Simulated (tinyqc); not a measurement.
Inside a calculation. Method: CID on RHF in the 6-31g basis, for H-, spin multiplicity 1. The basis has no diffuse functions, so it cannot describe the extra electron: this is an exercise in the method, not the real anion. One step of it, computed by the program tinyqc.

Task: CID: roots. Diagonalise (each vector has its largest component positive (the first on a tie)); all determinants have Ms = 0, so triplets appear too. The lowest singlet root is the correlation energy.

Occupation strings over the orbitals (2 doubly, a alpha, b beta, 0 empty; spin orbitals ordered 1a 1b 2a 2b ...): 20 02

H - E(HF) between determinants (hartree), order 20, 02:
```
[[0.000000, 0.136050],
 [0.136050, 2.082095]]
```

Give: lowest roots of this matrix, relative to E(HF); lowest vectors; <S^2> of these roots; weight of the ground state by excitation level 0, 1, 2, ....

Result:

lowest roots of this matrix, relative to E(HF) (hartree): [-0.0089, 2.0909]

lowest vectors, order 20, 02:
```
[[0.9979, 0.0649],
 [-0.0649, 0.9979]]
```

<S^2> of these roots: [0.0000, 0.0000]

weight of the ground state by excitation level 0, 1, 2, ...: [0.9958, 0.0000, 0.0042]
